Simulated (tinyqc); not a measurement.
Thermionic-field emission through a Schottky barrier, WKB: effect of temperature.

Metal on an n-type semiconductor with one parabolic valley; V > 0 is forward bias (metal positive). Energies E are counted from the conduction edge of the neutral semiconductor, whose Fermi level lies at -xi; that of the metal lies at -xi - V. The barrier is a parabola of height Vd = phi - xi - V (depletion approximation, no image force).

Nc = 2 (2 pi me m0 kB T/h^2)^1.5 (times 1e-6 for cm^-3); Nd = Nc F12(-xi/Vt), F12(x) = (2/sqrt(pi)) int_0^infinity sqrt(u)/(1 + exp(u - x)) du; E00 = (hbar/2) sqrt(Nd/(me m0 eps0 eps_r)) in SI units (volts). For E < Vd, ln T(E) = -(Vd/E00) [sqrt(1 - y) - y ln((1 + sqrt(1 - y))/sqrt(y))], y = E/Vd; T(E) = 1 above. J = A* T (q/kB) int_0^infinity T(E) N(E) dE, N = ln[(1 + exp((-xi - E)/Vt))/(1 + exp((-xi - V - E)/Vt))], A* = 4 pi q me m0 kB^2/h^3 (times 1e-4 for A/(cm^2 K^2)). The integral is converged to the digits shown; the share over the barrier is that of E > Vd, and 0 means below 1e-6 %. phi is held fixed. By a common rule of thumb, E00/Vt below 0.5 marks thermionic emission, 0.5 to 5 thermionic-field emission and above 5 field emission.

Inputs (values chosen for the exercise); band and dielectric values those of a made-up semiconductor:
```
symbol,value,unit,meaning
me,0.0583,m0,electron mass
eps_r,16,,relative permittivity
phi,0.52,eV,barrier height seen from the metal
Nd,1.5e19,cm^-3,donor density
V,0.061,V,bias
```

Constants: q = 1.602176634e-19 C, kB = 1.380649e-23 J/K, eps0 = 8.8541878128e-12 F/m, hbar = 1.054571817e-34 J s, h = 6.62607015e-34 J s, m0 = 9.1093837015e-31 kg, Vt = kB T/q. Results are converted to the units shown.

Results:

| T (K) | E00/Vt | J (A/cm^2) | share over the barrier (%) | mean E/Vd |
|---|---|---|---|---|
| 100 | 8.640 | 8.192e4 | 0 | 0.3553 |
| 150 | 5.760 | 8.440e4 | 0 | 0.3601 |
| 200 | 4.320 | 8.796e4 | 0 | 0.3668 |
| 250 | 3.456 | 9.269e4 | 0 | 0.3755 |
| 400 | 2.160 | 1.153e5 | 1.33e-3 | 0.4129 |
| 500 | 1.728 | 1.389e5 | 0.0226 | 0.4463 |

Estimate the missing row, T = 300 K.

Computed row:

| T (K) | E00/Vt | J (A/cm^2) | share over the barrier (%) | mean E/Vd |
|---|---|---|---|---|
| 300 | 2.880 | 9.872e4 | 1.13e-5 | 0.3861 |

With this row back in the table: J rises from 81900 to 1.39e5 A/cm^2, and the mean E/Vd rises from 0.355 to 0.446, as E00/Vt falls from 8.64 (field emission) to 1.73 (thermionic-field emission). Between the first two rows J changes by a factor of 1.03, between the last two by 1.21.

Range of the model: The depletion approximation, a parabolic band and the neglect of image-force lowering make these currents estimates at high doping.

tinyqc, about 0.03 s, one thread, Intel Xeon 2.30GHz (shared host): `OMP_NUM_THREADS=1 python tinyqc.py 2640134 2640135 out.jsonl`
